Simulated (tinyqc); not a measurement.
CCSD on RHF in the sto-6g basis, for H6, spin multiplicity 1, step by step (part 2 of 2). Computed by tinyqc, a small Python program that keeps every step (integrals from PySCF). Command: `OMP_NUM_THREADS=1 python tinyqc.py 20248 20249 out.jsonl` (the two numbers bound the seeds that draw the settings). One thread of a shared host (Intel(R) Xeon(R) Processor @ 2.60GHz), about 0.4 s of CPU time with the checks.

Geometry (angstrom):
```
atom         x         y         z
H     0.000000  0.000000  0.000000
H     0.000000  0.000000  0.768000
H     0.000000  0.000000  1.978000
H     0.000000  0.000000  2.746000
H     0.000000  0.000000  3.955000
H     0.000000  0.000000  4.723000
```

## CCSD: convergence

E_corr = 1/4 sum <ij||ab> t_ij^ab + 1/2 sum <ij||ab> t_i^a t_j^b; stop when the norm of the change is below 1e-8.

Course of the amplitude iterations:
```
update  correlation energy (hartree)  norm of the change
0                        -0.04268855                   -
1                        -0.05667433            9.00e-02
2                        -0.06149986            3.30e-02
3                        -0.06419885            1.26e-02
4                        -0.06418113            1.30e-03
5                        -0.06417996            3.30e-04
6                        -0.06418164            9.74e-05
7                        -0.06418157            1.22e-05
8                        -0.06418153            4.63e-06
9                        -0.06418153            1.34e-06
10                       -0.06418154            1.98e-07
11                       -0.06418154            3.44e-08
12                       -0.06418154            9.73e-09
```

Converged amplitudes (spin orbitals 1a, 1b, ...; amplitudes related by a flip of all spins are not repeated; the 24 largest):
```
from      to          t
3a 3b  4a 4b  -0.073730
2a 2b  5a 5b  -0.050196
2a 2b  4a 4b  -0.048750
1a 1b  4a 4b  -0.047768
2a 3b  4a 5b   0.047727
1a 3b  4a 6b   0.043900
3a 3b  5a 5b  -0.039685
2a 3b  4b 5a  -0.032404
1a 2b  4a 5b  -0.031715
3a 3b  6a 6b  -0.031130
1a 3b  4b 6a  -0.031113
1a 1b  6a 6b  -0.026480
2a 3b  5a 6b   0.024771
1a 2b  4b 5a   0.023580
1a 1b  5a 5b  -0.022669
2a 2b  4a 6b  -0.022131
1a 3b  5a 5b   0.022032
1a 2b  5a 6b  -0.021367
2a 3b  5b 6a  -0.017633
2a 2b  6a 6b  -0.016782
1a 2b  5b 6a   0.015851
2a 3a  4a 5a   0.015324
1a 1b  4a 6b   0.014410
1a 3a  4a 6a   0.012787
```

CCSD total energy = -3.38203807 hartree

T1 diagnostic, norm of the one-spin t1 over sqrt(correlated electrons) = 0.000771

Converged in 12 updates, with DIIS from the third.
